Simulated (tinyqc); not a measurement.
Deformation-potential model of the X valleys of a conduction band, step by step. Values are carried at full precision from step to step, so a last printed digit may differ when a step is redone from the rounded ones.

s11 = (C11 + C12)/((C11 - C12)(C11 + 2 C12)), s12 = -C12/((C11 - C12)(C11 + 2 C12)), s44 = 1/C44; exx = s11 sxx + s12 (syy + szz) and cyclic, exy = s44 sxy/2; tension is positive. A uniaxial stress X along the unit vector n is s_ij = X n_i n_j.

Constants: kB = 8.617333262e-05 eV/K; hbar^2/2m0 = 3.80998211 eV angstrom^2.

Parameters, chosen for this exercise (near those of GaP; the results hold for these values, not for the real material): C11 = 140 GPa; C12 = 62.5 GPa; C44 = 70.8 GPa; load = uniaxial [100] (kind of stress); X = -0.97 GPa (stress); Xd = 1.53 eV (dilation potential); Xu = 6.29 eV (uniaxial potential); T = 300 K (temperature); ml = 1.921 m0 (longitudinal mass); mt = 0.241 m0 (transverse mass).

## Strain from a uniaxial [100] stress

Form the compliances and the strain.

s11, s12, s44 (1/TPa): 9.8600  -3.0432  14.1243

strain tensor:
```
           x         y         z
x  -0.009564  0.000000  0.000000
y   0.000000  0.002952  0.000000
z   0.000000  0.000000  0.002952
```

## Valley shifts

Valleys with axes along x, y and z, one whole valley each. Herring-Vogt shift of a valley with unit axis a: dE = Xd tr(e) + Xu a.e.a. Non-degenerate shares n_i = exp(-dE_i/kT)/sum_j exp(-dE_j/kT). Inverse mass tensor of a valley: (1 - a a)/mt + a a/ml; the masses are taken as independent of strain.

Apply the Herring-Vogt formula to each valley.

Xd tr(e) = -5.60 meV

a.e.a: x -0.009564, y 0.002952, z 0.002952

shifts dE (meV): x -65.76, y 12.97, z 12.97

The lowest valley is x, 78.7 meV below the highest; the mean shift over all valleys is (Xd + Xu/3) tr(e) = -13.27 meV.

## Shares of the electrons

Boltzmann factors of the shifts.

kT = 25.852 meV

shares: x 0.9131, y 0.0434, z 0.0434

effective number of valley axes, 1/(largest share) = 1.095

## Conductivity mass tensor

With one scattering time for all valleys the conductivity goes as M = sum_i n_i (inverse mass tensor of valley i); along the unit vector u, 1/m_c = u.M.u. Without stress 1/m_c = (1/ml + 2/mt)/3. Take u along [1-10].

M (1/m0):
```
       x      y      z
x  0.836  0.000  0.000
y  0.000  3.992  0.000
z  0.000  0.000  3.992
```

m_c along [1-10] = 0.4143 m0
m_c without stress = 0.3402 m0

The repopulation alone changes the mobility along [1-10] by -17.9 %; with all electrons in the valleys lightest or heaviest along this direction it would change by +41 or -21 %.

## Effective density of states

Each of the 3 whole valleys has m_d = (ml mt^2)^(1/3) and N = 2 (m_d kT/(4 pi c))^(3/2), c = hbar^2/2m0. Counted from the lowest edge, Nc = N x sum_i exp(-(dE_i - dE_min)/kT). 1 angstrom^-3 = 1e24 cm^-3.

m_d = 0.4814 m0
N of one valley = 8.382e+18 cm^-3
Nc under stress = 9.180e+18 cm^-3
Nc without stress = 2.515e+19 cm^-3

## Piezoresistance from repopulation

For small stress d(rho)/rho = pi X. For valleys on the cube axes pi11 = -(2/3) Xu (s11 - s12)/kT x (K - 1)/(2K + 1), pi12 = -pi11/2, pi44 = 0, K = ml/mt. For stress along [110]: pi_l = (pi11 + pi12 + pi44)/2 with the current along it and pi_t = (pi11 + pi12 - pi44)/2 with the current along [1-10]. 1/GPa = 100 x 1e-11/Pa.

K = 7.971

pi11, pi12, pi44 (1e-11/Pa): -86.1  43.1  0.0

pi_l, pi_t for [110] (1e-11/Pa): -21.5  -21.5

Only the transfer between valleys is counted; changes of mass and of intervalley scattering add to it in a real crystal.

## Checks

- Conductivity mass at zero stress against 3/(1/ml + 2/mt): both 0.3401624.
- Piezoresistance coefficients by finite differences against the closed form: largest difference 1.4e-08.

Program tinyqc; command `OMP_NUM_THREADS=1 python tinyqc.py 1050775 1050776 out.jsonl`; about 0.01 s on one thread of a shared Intel(R) Xeon(R) Processor @ 2.30GHz.
